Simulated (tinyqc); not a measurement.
Raising the sheet density: inversion layer as a triangular well, valleys of the Si type.

Six ellipsoidal valleys with their long axes along the cube axes, mass ml along the axis and mt across it. For a valley whose axis makes the angle theta with the surface normal, 1/m_z = cos^2(theta)/ml + sin^2(theta)/mt sets the confinement; in the plane the masses are m_1 = mt and m_2 = ml mt/m_z, and m_d = sqrt(m_1 m_2).

The field is taken as constant, e F = 4 pi (e^2/4 pi eps0)(Nd + eta Ns)/eps, with 1e12/cm^2 = 1e-4/angstrom^2, and the oxide as a hard wall at z = 0; c = hbar^2/2m0.

Level j of a valley lies at E_j = a_j (c (e F)^2/m_z)^(1/3) above the band edge at the surface, with the Airy zeros a_j = 2.338107, 4.087949, 5.520560, 6.786708, 7.944134, 9.022651, 10.040174, 11.008524, 11.936016, 12.828777, and has <z> = 2 E_j/(3 e F).

Subband i holds n_i = g m_d/(2 pi c) kB T ln(1 + exp((EF - E_i)/kB T)) (spin included), and EF is fixed by sum n_i = Ns over the levels listed or, where none are listed, over j = 0 to 9 of each group; 1e12/cm^2 = 1e-4/angstrom^2.

Constants: hbar^2/2m0 = 3.80998211 eV angstrom^2; e^2/(4 pi eps0) = 14.39964547 eV angstrom; kB = 8.617333262e-05 eV/K.

Inputs chosen for the exercise (near those of Si; the results hold for these values, not for the real material): ml = 0.919 m0 (longitudinal mass); mt = 0.187 m0 (transverse mass); eps = 11.9 (dielectric constant); Nd = 0.17 x 1e12/cm^2 (depletion charge); eta = 0.5 (share of Ns in the effective field); face = 100 (surface); T = 77 K (temperature); Nss = (0.5, 1, 2, 4, 7, 10, 14) x 1e12/cm^2 (sheet densities).

Valleys (masses in m0):
```
valleys g  cos^2(theta)      m_z      m_1      m_2      m_d
2               1.00000  0.91900  0.18700  0.18700  0.18700
4               0.00000  0.18700  0.18700  0.91900  0.41455
```

The field, the ladders and EF anew for each Ns.

Results:
```
Ns (1e12/cm^2)  F (MV/cm)  lowest E (eV)  next - lowest (meV)  EF - lowest (meV)  share of lowest (%)  <z> (angstrom)
0.5                 0.064         0.0279                 19.5               -5.5                 74.8            34.4
1.0                 0.102         0.0380                 26.6                1.8                 87.2            27.1
2.0                 0.178         0.0551                 38.6               11.1                 95.8            21.3
4.0                 0.330         0.0832                 58.3               25.2                 99.1            16.9
7.0                 0.558         0.1182                 82.7               44.7                 99.8            14.1
10.0                0.786         0.1485                104.0               63.9                 99.9            12.6
14.0                1.090         0.1847                129.3               89.5                 99.9            11.3
```

Levels scale as F^(2/3): the field grows by 17.07 and the lowest level by 6.63. The layer thins from 34.4 to 11.3 angstrom. EF passes the lowest edge between 0.5 and 1 e12/cm^2. The share of the lowest subband rises throughout: the spacing grows faster than the band fills.

Run: tinyqc, `OMP_NUM_THREADS=1 python tinyqc.py 1251906 1251907 out.jsonl`; Intel(R) Xeon(R) Processor @ 2.30GHz, one thread, shared host; about 0.03 s of CPU time with all checks.
